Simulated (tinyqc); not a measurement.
What moves the order: mean-field antiferromagnet of the Hubbard model on the simple cubic lattice.

e(k) = -2 t (cx + cy + cz) - 4 t2 (cx cy + cy cz + cz cx), ci = cos ki; one electron a site; Q = (pi, pi, pi). <n_up - n_dn> = m cos(Q.R) gives Delta = U m/2 and bands E = e+ -/+ sqrt(e-^2 + Delta^2), e+- = (e(k) +- e(k + Q))/2 (the constant U/2 is dropped). Means run over the mesh k_i = 2 pi (j + 1/2)/N of the whole zone: mu from mean(f(E-) + f(E+)) = 1; m(out) = mean of Delta (f(E-) - f(E+))/sqrt(e-^2 + Delta^2); free energy per site F = -kT mean[ln(1 + exp(-(E- - mu)/kT)) + ln(1 + exp(-(E+ - mu)/kT))] + mu + U m^2/4.

Constants: kB = 8.617333262e-05 eV/K.

Inputs chosen for the exercise:
- t = 0.63 eV (nearest hopping)
- t2 = 0 eV (second hopping)
- U = 7.48 eV (on-site repulsion)
- T = 600 K

Mesh N = 16, start m = 0.9; the gap (negative: overlap) is read for that Delta on the unshifted mesh N = 24.

Results for these values:
```
case       m  Delta (eV)  gap (eV)
base  0.9248      3.4589    6.9178
```

What happens to each result for t2 = -0.032 eV, all else kept?

Answer: m does not change at the printed digits; Delta does not change at the printed digits; gap falls from 6.9178 to 6.7898.

The same for each parameter in turn:
```
case                 m  Delta (eV)  gap (eV)
base            0.9248      3.4589    6.9178
U = 8.228 eV    0.9367      3.8536    7.7072
t = 0.693 eV    0.9110      3.4072    6.8144
t2 = -0.032 eV  0.9248      3.4589    6.7898
T = 1200 K      0.9248      3.4589    6.9178
```

Run: tinyqc, `OMP_NUM_THREADS=1 python tinyqc.py 1650383 1650384 out.jsonl`; Intel(R) Xeon(R) Processor @ 2.30GHz, one thread, shared host; about 0.08 s of CPU time with all checks.
